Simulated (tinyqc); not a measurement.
Sub-threshold conduction and electro-thermal threshold of an amorphous chalcogenide: one step of the calculation.

Trap-limited conduction: I = I0 exp(-Ea/kB T) sinh(q V dz/(2 ua kB T)), I0 = 2 q A Nt dz/ta. One lumped temperature T = T0 + Rt I V. The threshold is the largest V for which a steady state exists on the low-current branch.

Task. Self-heating. I at the present T, then T(new) = T0 + Rt I V.

Values chosen for this exercise; values of the order of Ge-Sb-Te and related chalcogenides:
```
symbol   value   unit                             meaning
T0         300      K                 ambient temperature
A         1800   nm^2                       cross-section
ua          30     nm                 amorphous thickness
dz         7.4     nm              distance between traps
Ea        0.32     eV                   activation energy
Nt      3.2e19  cm^-3                        trap density
ta       1e-15      s                        attempt time
Rt         5.8   K/uW                  thermal resistance
V        0.357      V  voltage across the amorphous layer
```

Constants: q = 1.602176634e-19 C, kB = 1.380649e-23 J/K. Results are converted to the units shown.

T after iteration 1 = 303.16025 K

Give: I; T after iteration 2.

Result.

I = 1.704 uA
T after iteration 2 = 303.5 K

Range of the model: Purely electronic switching mechanisms, filaments and series resistance are left out.

Numbers from tinyqc (`OMP_NUM_THREADS=1 python tinyqc.py 2490105 2490106 out.jsonl`; about 0.01 s on one thread of a shared Intel Xeon 2.30GHz).
